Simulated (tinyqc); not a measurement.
UHF in the 6-31g basis, for H2-, spin multiplicity 2, step by step. The basis has no diffuse functions, so it cannot describe the extra electron: this is an exercise in the method, not the real anion. One step of it, computed by the program tinyqc.

Task: Iteration 2: building the Fock matrix. J_ij = sum D_kl (ij|kl) with D = D(alpha) + D(beta), K_ij = sum D_kl (ik|jl) for each spin; F = H + J - K(s); E = tr D H + tr D J / 2 - 0.5 sum_s tr D(s) K(s) + E_nn.

D(alpha) after iteration 1, lower triangle:
```
           1H 1s      1H 2s      2H 1s     2H 2s
1H 1s   0.475876
1H 2s  -0.478788   1.940339
2H 1s   0.007392   0.189804   0.475876
2H 2s   0.189804  -1.337235  -0.478788  1.940339
```

D(beta) after iteration 1, lower triangle:
```
           1H 1s      1H 2s      2H 1s     2H 2s
1H 1s   0.248309
1H 2s  -0.316554   0.703708
2H 1s  -0.218717   0.408080   0.248309
2H 2s   0.408080  -0.420628  -0.316554  0.703708
```

core Hamiltonian H = T + V (hartree), lower triangle:
```
           1H 1s      1H 2s      2H 1s      2H 2s
1H 1s  -0.724421
1H 2s  -0.788204  -0.826064
2H 1s  -0.341724  -0.502735  -0.724421
2H 2s  -0.502735  -0.661638  -0.788204  -0.826064
```

Two-electron integrals (ij|kl) in chemists' order, unique and non-zero (hartree):
```
(11|11) 1.076566   (21|11) 0.578470   (21|21) 0.329423   (22|11) 0.587396
(22|21) 0.361304   (22|22) 0.453150   (31|11) 0.136104   (31|21) 0.080347
(31|22) 0.092782   (31|31) 0.028892   (32|11) 0.192986   (32|21) 0.121623
(32|22) 0.158614   (32|31) 0.048533   (32|32) 0.097696   (33|11) 0.463269
(33|21) 0.300056   (33|22) 0.413098   (33|31) 0.136104   (33|32) 0.305984
(33|33) 1.076566   (41|11) 0.305984   (41|21) 0.175639   (41|22) 0.195078
(41|31) 0.048533   (41|32) 0.075779   (41|33) 0.192986   (41|41) 0.097696
(42|11) 0.367381   (42|21) 0.228727   (42|22) 0.294846   (42|31) 0.070410
(42|32) 0.131542   (42|33) 0.367381   (42|41) 0.131542   (42|42) 0.216352
(43|11) 0.300056   (43|21) 0.192946   (43|22) 0.263969   (43|31) 0.080347
(43|32) 0.175639   (43|33) 0.578470   (43|41) 0.121623   (43|42) 0.228727
(43|43) 0.329423   (44|11) 0.413098   (44|21) 0.263969   (44|22) 0.362443
(44|31) 0.092782   (44|32) 0.195078   (44|33) 0.587396   (44|41) 0.158614
(44|42) 0.294846   (44|43) 0.361304   (44|44) 0.453150
```

nuclear repulsion = 0.46705844 hartree

Give: Coulomb J; exchange K(alpha); exchange K(beta); F(alpha); F(beta); total energy of this density.

Result:

Coulomb J (hartree), lower triangle:
```
       1H 1s  1H 2s  2H 1s  2H 2s
1H 1s  1.611
1H 2s  0.976  1.234
2H 1s  0.288  0.548  1.611
2H 2s  0.548  0.888  0.976  1.234
```

exchange K(alpha) (hartree), lower triangle:
```
       1H 1s  1H 2s  2H 1s  2H 2s
1H 1s  0.433
1H 2s  0.325  0.391
2H 1s  0.116  0.193  0.433
2H 2s  0.193  0.284  0.325  0.391
```

exchange K(beta) (hartree), lower triangle:
```
       1H 1s  1H 2s  2H 1s  2H 2s
1H 1s  0.286
1H 2s  0.237  0.280
2H 1s  0.130  0.202  0.286
2H 2s  0.202  0.254  0.237  0.280
```

F(alpha) (hartree), lower triangle:
```
        1H 1s   1H 2s   2H 1s  2H 2s
1H 1s   0.453
1H 2s  -0.137   0.017
2H 1s  -0.170  -0.148   0.453
2H 2s  -0.148  -0.058  -0.137  0.017
```

F(beta) (hartree), lower triangle:
```
        1H 1s   1H 2s   2H 1s  2H 2s
1H 1s   0.600
1H 2s  -0.049   0.127
2H 1s  -0.183  -0.157   0.600
2H 2s  -0.157  -0.028  -0.049  0.127
```

total energy of this density = 0.23890 hartree

This density is a damped mixture and is not idempotent.
